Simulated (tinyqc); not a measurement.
From results back to parameters: donor level screened by free carriers (Yukawa potential). Three cases, with inputs chosen for the exercise.

Problem. With Debye screening alone, ks^2 = 4 pi q n/(eps kB T), 1e18/cm^3 = 1e-6/angstrom^3. The converged binding was computed from a hidden density.

Potential -(q/(eps r)) exp(-ks r), q = e^2/(4 pi eps0). In units Ry* = Ry m/eps^2 and a* = a0 eps/m the problem is [-Laplacian - 2 exp(-x r)/r] psi = E psi with x = ks a*.

Converged values use 18 functions exp(-z r), z = 1.55^i, i = -11 to 6: S = 2/A^3, H = z_i z_j S - 2/(A + x)^2, A = z_i + z_j.

Constants: e^2/(4 pi eps0) = 14.39964547 eV angstrom; kB = 8.617333262e-05 eV/K.

Case 1.

Values chosen (out of a larger set: near those of a donor in 4H SiC, with one mean mass; not measured data): eps = 10 (dielectric constant); T = 77 K (temperature).

Ry* = 55.375 meV
a* = 13.00 angstrom
binding = 42.8891 meV

Case 2.

Values chosen (out of a larger set: near those of a donor in GaAs, with one mean mass; not measured data): eps = 12.6 (dielectric constant); T = 400 K (temperature).

Ry* = 5.828 meV
a* = 98.05 angstrom
binding = 1.8244 meV

Case 3.

Values chosen (out of a larger set: near those of a donor in 4H SiC, with one mean mass; not measured data): eps = 9.6 (dielectric constant); T = 200 K (temperature).

Ry* = 58.610 meV
a* = 12.80 angstrom
binding = 42.0599 meV

Find: x; n.

Solution. The binding in Ry* falls steadily with x, so bisection gives x; then n = (x/a*)^2 eps kB T/(4 pi q).

Case 1.

x = 0.123
n = 0.033 x 1e18/cm^3

Case 2.

x = 0.482
n = 0.058 x 1e18/cm^3

Case 3.

x = 0.158
n = 0.14 x 1e18/cm^3

Computed by tinyqc, one run a case: `OMP_NUM_THREADS=1 python tinyqc.py N N+1 out.jsonl` with N = 1281075, 1281134, 1281177; one thread of a shared Intel(R) Xeon(R) Processor @ 2.30GHz, about 0.03 s a run at most.
